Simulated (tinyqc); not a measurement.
## Threshold and carrier lifetime from two turn-on delays

Inverse problem. With a constant carrier lifetime tau, a current step from 0 to I reaches threshold after td = tau ln(I/(I - Ith)). Find Ith and tau.

turn-on delay for steps from 0 to 2.6 and to 5.2 mA (ns): 1.3791335  0.51466435

Answer. The ratio of the delays holds no tau and rises steadily with Ith, so it has one root below the smaller current.

Ith = 1.700 mA
tau = 1.300 ns

Program tinyqc, `OMP_NUM_THREADS=1 python tinyqc.py 2840104 2840105 out.jsonl`; Intel Xeon 2.30GHz, shared host, one thread, about 0.01 s.
